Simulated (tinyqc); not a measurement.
Configuration-coordinate model of a defect: Huang-Rhys factor and luminescence line shape: one step, computed by the program tinyqc. Command: `OMP_NUM_THREADS=1 python tinyqc.py 3025755 3025756 out.jsonl ccline walk`. One thread of a shared host (Intel(R) Xeon(R) Processor @ 2.30GHz), about 0.02 s of CPU time with the checks.

Ground state E_g(Q) = (1/2) omega_g^2 Q^2; excited state E_e(Q) = E_0 + (1/2) omega_e^2 (Q - dQ)^2 with omega_e = omega_g and E_0 = E_ZPL. Q is mass-weighted; the dipole does not depend on Q (Condon approximation).

Question. Emission lines at zero temperature. From the lowest excited level the line to ground level n lies at E_ZPL - n hbar omega_g with Franck-Condon weight exp(-S) S^n/n!; the emitted intensity carries a further factor E^3. S = S_g; up to eleven lines, of positive energy only, from n = max(0, integer part of S - 5).

Inputs (values chosen for the exercise, for a model defect): zero-phonon energy E_ZPL = 1.27 eV; ground-state phonon hbar omega_g = 29.4 meV.

Modes: equal frequencies in both states.

S_g = 1.029246

Give: Lines.

Answer.

Lines:
```
n   energy (eV)      weight  intensity / largest
0        1.2700  3.5728e-01           1.0000e+00
1        1.2406  3.6773e-01           9.5941e-01
2        1.2112  1.8924e-01           4.5946e-01
3        1.1818  6.4925e-02           1.4643e-01
4        1.1524  1.6706e-02           3.4935e-02
5        1.1230  3.4389e-03           6.6549e-03
6        1.0936  5.8991e-04           1.0543e-03
7        1.0642  8.6738e-05           1.4284e-04
8        1.0348  1.1159e-05           1.6896e-05
9        1.0054  1.2762e-06           1.7722e-06
10       0.9760  1.3135e-07           1.6687e-07
```

The weight peaks at n = 1 and the intensity at n = 0.
